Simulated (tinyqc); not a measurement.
Inside a calculation. Model: precursor delivery and alloy composition in metal-organic vapour-phase epitaxy. Computed by tinyqc, a small Python program that keeps every step. Command: `OMP_NUM_THREADS=1 python tinyqc.py 3012519 3012520 out.jsonl movpe walk`. One thread of a shared host (Intel(R) Xeon(R) Processor @ 2.30GHz), about 0.01 s of CPU time with the checks. Intermediate numbers are printed to about 6 digits and carried at full precision; extremes and crossings named in words are read from the listed rows.

Carrier gas leaves each bubbler saturated. Group-III species cross a boundary layer and react at the surface; element 2 can also desorb. The film is (1)_(1-x) (2)_x V with a zinc-blende cell.

Inputs (values chosen for the exercise, close to those used for AlGaAs from TMAl and TMGa):
```
quantity                                   value      unit
source 1: a in log10(p/torr) = a - b/T      8.22         -
source 1: b                                 2134         K
source 1: bath temperature                    24         C
source 1: carrier flow                        29      sccm
source 2: a                                 8.07         -
source 2: b                                 1703         K
source 2: bath temperature                    -3         C
source 2: carrier flow                       3.1      sccm
bubbler pressure p_b                         600      torr
group-V hydride flow                         110      sccm
total flow                                   8.6       slm
reactor pressure p                           200      torr
diffusivity D0 at 273.15 K and 760 torr     0.32    cm^2/s
boundary layer delta                        0.97        cm
prefactor of the surface rate k_s        6.5e+13      cm/s
energy of k_s                               1.88        eV
prefactor of the loss of element 2       3.9e+17  layers/s
energy of the loss                          3.58        eV
lattice constant a                         5.655  angstrom
growth temperature T                         720         C
```

Constants: k_B = 1.380649e-23 J/K; k_B = 8.617333262e-05 eV/K.

## Molar flows

Temperatures in kelvin are T(C) + 273.15. Vapour pressure p_v = 10^(a - b/T); precursor flow = carrier flow x p_v/(p_b - p_v); 1 sccm = 44.615 micromol/min; V/III = hydride flow over the sum of both; gas share x_g = F2/(F1 + F2).

vapour pressures (torr): source 1 10.9255, source 2 58.3572

molar flows (micromol/min): F1 23.9966, F2 14.9013

V/III ratio = 126.167

gas share x_g = 0.383087

The slope of F2 with the temperature of bath 2 is b ln(10)/T^2 x p_b/(p_b - p_v) = 6.0 % per kelvin. Caution: trimethylaluminium is largely a dimer in the vapour, which would double its metal flow; it is counted as a monomer here.

## Transport to the surface

Partial pressure p_i = p F_i/(44615 x total flow in slm); density n_i = p_i/(k_B T), 1 torr = 133.322 Pa; D = D0 (T/273.15)^1.75 (760/p), h = D/delta, the same for both; k_s = prefactor x exp(-energy/(k_B T)); arrival J_i = n_i/(1/h + 1/k_s); in layers per second g_i = J_i a^2/2 (two group-III sites per a^2 on (001)).

densities (1/cm^3): n1 1.21620e+14, n2 7.55229e+13

h = 12.0015 cm/s

k_s = 18740.5 cm/s

arrival rates (layers/s): g1 2.33237, g2 1.44834

Growth is transport-limited.

## Composition and growth rate

Loss of element 2 is r x with r = prefactor x exp(-energy/(k_B T)). Then x = (g2 - r x)/(g1 + g2 - r x), or r x^2 - (g1 + g2 + r) x + g2 = 0, smaller root; growth rate G = g1/(1 - x) layers/s; one layer is a/2 thick, 1 angstrom/s = 0.36 um/h. Distribution coefficient = [x/(1 - x)]/[x_g/(1 - x_g)], x_g = g2/(g1 + g2).

loss rate r = 0.265592 layers/s

solid share x = 0.366772

growth rate G = 3.74923 um/h

distribution coefficient = 0.932743

6.7 % of element 2 is lost again. Caution: the lattice constant is held fixed as x changes, delta does not respond to the flow, both precursors share one D and k_s, and gas-phase side reactions are left out.

## Three regimes over temperature

The formulas are those given above.

Growth:
```
T (C)        k_s/h  r (layers/s)         x  G (um/h)
450    7.45942e-01   4.37847e-08  0.383087   1.29686
500    4.66888e+00   1.79819e-06  0.383087   2.62851
550    2.32257e+01   4.70252e-05  0.383084   3.20697
600    9.55613e+01   8.46220e-04  0.383028   3.45979
650    3.35499e+02   1.11345e-02  0.382351   3.63028
700    1.03024e+03   1.12423e-01  0.376001   3.74584
750    2.82264e+03   9.05503e-01  0.331219   3.63109
800    7.01217e+03   6.00479e+00  0.170875   3.03622
850    1.60061e+04   3.36476e+01  0.043752   2.72427
```

G peaks at 700 C among these rows. Between the first rows the apparent energy is 0.68 eV, against 1.88 eV for k_s, as control is already mixed; k_s passes h between 450 and 500 C, well above which G depends weakly on T until desorption sets in. Among these rows x stays within 2 % of x_g up to 700 C and then falls, to 0.044 in the last row, as element 2 desorbs. Caution: in these rows, too, a is fixed and both precursors share one D and k_s.

Checks made by the program: balance of element 2 (relative difference below 1e-10).
